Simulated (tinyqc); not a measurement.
A particle near a wafer in liquid: double-layer and van der Waals forces (DLVO), deposition barrier and removal: one step, computed by the program tinyqc. Command: `OMP_NUM_THREADS=1 python tinyqc.py 3113393 3113394 out.jsonl dlvo walk`. One thread of a shared host (Intel(R) Xeon(R) Processor @ 2.30GHz), about 0.01 s of CPU time with the checks.

Sphere and flat wall, Derjaguin approximation, constant potentials in the linear-superposition form, no retardation and no hydration force.

Question. Removing an attached particle. Adhesion F_a = A R/(6 h0^2) [1 + a^2/(R h0)] - kappa Z R exp(-kappa h0), a the contact radius. Drag in a shear flow F_d = 1.7 x 6 pi mu R^2 G, acting at 1.4 R; rolling starts when 1.4 R F_d = a F_a. Wall shear stress = mu G.

Inputs (values chosen for the exercise, of the order of those for silicon nitride on silicon in water):
```
quantity                 value   unit
particle radius R           17     nm
Hamaker constant A     3.4e-20      J
temperature T              293      K
contact distance h0        0.4     nm
contact radius over R    0.096      -
viscosity                 0.51  mPa s
```

kappa = 0.6049275 1/nm

Z = 1.237302 pN

Give: van der Waals adhesion; net adhesion F_a; wall shear stress for rolling; shear rate G.

Answer.

van der Waals adhesion = 837.91 pN

net adhesion F_a = 827.92 pN

wall shear stress for rolling = 6130.3 Pa

shear rate G = 1.2020e+07 1/s
